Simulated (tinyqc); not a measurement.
Worked calculation: plane-wave Kohn-Sham cycle with exchange-only LDA in a layered model solid. One step of it, computed by the program tinyqc.

Task: Iteration 1: levels at that k. Diagonalise the Hermitian matrix.

H (hartree):
```
,-2,-1,+0,+1,+2
-2,0.105357,-0.150000,0.000000,0.000000,0.000000
-1,-0.150000,-0.156424,-0.150000,0.000000,0.000000
+0,0.000000,-0.150000,-0.227819,-0.150000,0.000000
+1,0.000000,0.000000,-0.150000,-0.108827,-0.150000
+2,0.000000,0.000000,0.000000,-0.150000,0.200550
```

Give: eigenvalues.

Result:

eigenvalues (hartree): -0.4154  -0.1985  -0.0275  0.1844  0.2698
